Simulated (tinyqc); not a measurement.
Raman shift of the zone-centre optical phonon of a diamond-structure crystal under stress: one step, computed by the program tinyqc.

Axes x, y, z are the cube axes. Strain shifts the threefold optical mode and can split it; p, q and r are the phonon deformation potentials.

Task: Secular matrix and shifts. Secular matrix: M_xx = p eps_xx + q (eps_yy + eps_zz), M_xy = 2 r eps_xy; its eigenvalues are omega^2 - omega_0^2, and the shifts are these over 2 omega_0.

Inputs (values chosen for the exercise, for a model crystal):

| quantity | value | unit |
|---|---|---|
| unstrained frequency omega_0 | 221 | 1/cm |
| p/omega_0^2 | -2.46 | - |
| q/omega_0^2 | -2 | - |
| r/omega_0^2 | -1.27 | - |

Stress state: uniaxial. Axis: [110].

strain (per mille):
```
            x           y          z
x  -0.6472438  -0.8558559  0.0000000
y  -0.8558559  -0.6472438  0.0000000
z   0.0000000   0.0000000  0.6110344
```

Give: M/(2 omega_0); shifts, in rising order.

Result:

M/(2 omega_0) (1/cm):
```
        x       y       z
x  0.1839  0.2402  0.0000
y  0.2402  0.1839  0.0000
z  0.0000  0.0000  0.1200
```

shifts, in rising order (1/cm): -0.0563  0.1200  0.4242

All three modes are split. The shifts differ in sign.
